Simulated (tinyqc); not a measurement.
Inside a calculation: WKB tunnelling through a gate dielectric with a two-band (Franz) dispersion. Values are carried at full precision from step to step, so a last printed digit may differ when a step is redone from the rounded ones.

Constants: hbar^2/2m0 = 3.80998211 eV angstrom^2.

Parameters, chosen for this exercise (of the size used for HfO2 on silicon; not measured data): phi = 1.52 eV (barrier above the electron energy at the emitter); t = 57 angstrom (thickness); V = 1.8 V (voltage across the layer); Eg = 6.05 eV (gap of the dielectric); m = 0.19 m0 (mass at the conduction edge).

## Shape of the barrier

Field V/t (1 V/angstrom = 100 MV/cm), the end of the forbidden region x_e = min(t, phi t/V), and u there.

field = 3.16 MV/cm
x_e = 48.133 angstrom
u(x_e) = 0.000 eV

V >= phi: a triangle, Fowler-Nordheim tunnelling into the conduction band of the dielectric.

## Decay constant through the layer

At depth x the conduction edge lies u(x) = phi - V x/t above the electron. Parabolic: kappa = sqrt(m u/c). Franz: kappa = sqrt(m u (1 - u/Eg)/c), which vanishes at both band edges. c = hbar^2/2m0. T = exp(-2 integral of kappa dx) over the region u > 0; no image force, no prefactor, zero transverse momentum. The region ends at x_e = min(t, phi t/V); x_e < t is the Fowler-Nordheim regime.

Nine points x = j x_e/8.

kappa (1/angstrom):
```
x (angstrom),u (eV),parabolic,Franz
0.000,1.5200,0.2753,0.2382
6.017,1.3300,0.2575,0.2275
12.033,1.1400,0.2384,0.2148
18.050,0.9500,0.2177,0.1998
24.067,0.7600,0.1947,0.1820
30.083,0.5700,0.1686,0.1605
36.100,0.3800,0.1377,0.1333
42.117,0.1900,0.0973,0.0958
48.133,0.0000,0.0000,0.0000
```

At the emitter the Franz value is 13.5 % below the parabolic one, the factor sqrt(1 - phi/Eg).

## The integrals by Simpson's rule

Weights 1, 4, 2, 4, 2, 4, 2, 4, 1 times a third of the spacing.

integral of kappa dx: parabolic 8.787, Franz 8.088

## The integrals in closed form

Parabolic: (2/3) sqrt(m/c) (t/V) (phi^(3/2) - u_e^(3/2)). Franz: sqrt(m/c) Eg^(3/2) (t/V) (f(phi/Eg) - f(u_e/Eg)) with f(y) = ((2y - 1) sqrt(y (1 - y)) + arcsin(sqrt y))/4. u_e = max(phi - V, 0). T = exp(-2 I).

integral of kappa dx: parabolic 8.8347, Franz 8.1356

T: parabolic 2.12e-08, Franz 8.58e-08

The two-band dispersion raises T by a factor 4.05.

## Checks

- Franz integral in closed form against adaptive quadrature: both 8.13558.

Computed by tinyqc, a small Python program: `OMP_NUM_THREADS=1 python tinyqc.py 1451266 1451267 out.jsonl` (the numbers bound the seed that draws the inputs); one thread of a shared host (Intel(R) Xeon(R) Processor @ 2.30GHz), about 0.01 s for the whole set of steps.
